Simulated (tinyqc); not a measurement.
Born-Oppenheimer dynamics on the unrestricted B3LYP (VWN-RPA form)/6-31g surface (energies and gradients from PySCF), for H4, spin multiplicity 3, step by step. Computed by tinyqc, a small Python program that keeps every step (integrals from PySCF). Settings: charge = 0, multiplicity = 3, basis = 6-31g, functional = b3lyp, time step (fs) = 0.2, steps = 16. Command: `OMP_NUM_THREADS=1 python tinyqc.py 28398 28399 out.jsonl` (the two numbers bound the seeds that draw the settings). One thread of a shared host (Intel(R) Xeon(R) Processor @ 2.60GHz), about 20 s of CPU time with the checks.

positions (bohr), order 1H, 2H, 3H, 4H:
$$\begin{pmatrix}
-0.01701 & -0.06992 & 0.08504 \\
-0.02079 & -0.06236 & 1.64784 \\
-0.00189 & 0.03968 & 3.45064 \\
0.08882 & -0.04724 & 5.05691
\end{pmatrix}$$

The total energy should stay constant up to terms of order dt^2; the step counts as short enough if it moves by less than 2 % of the largest kinetic energy.

Trajectory:
```
time (fs)  1H-2H (angstrom)  potential (hartree)  kinetic (hartree)  total (hartree)
0.00000             0.82701           -2.0480751          0.0000631       -2.0480119
0.20000             0.82918           -2.0491971          0.0011797       -2.0480175
0.40000             0.83628           -2.0525925          0.0045588       -2.0480336
0.60000             0.84817           -2.0580045          0.0099464       -2.0480580
0.80000             0.86464           -2.0650430          0.0169553       -2.0480876
1.00000             0.88538           -2.0732301          0.0251102       -2.0481198
1.20000             0.91003           -2.0820418          0.0338887       -2.0481531
1.40000             0.93821           -2.0909362          0.0427491       -2.0481871
1.60000             0.96945           -2.0993648          0.0511424       -2.0482224
1.80000             1.00327           -2.1067744          0.0585152       -2.0482592
2.00000             1.03911           -2.1126161          0.0643204       -2.0482957
2.20000             1.07632           -2.1163861          0.0680604       -2.0483257
2.40000             1.11419           -2.1177285          0.0693911       -2.0483373
2.60000             1.15187           -2.1166184          0.0683046       -2.0483138
2.80000             1.18842           -2.1135965          0.0653542       -2.0482422
3.00000             1.22289           -2.1099251          0.0617961       -2.0481290
3.20000             1.25437           -2.1074416          0.0594286       -2.0480130
```

Is the time step short enough?

Yes. The total energy moves within 3.3e-04 hartree, under 2 % of the largest kinetic energy.
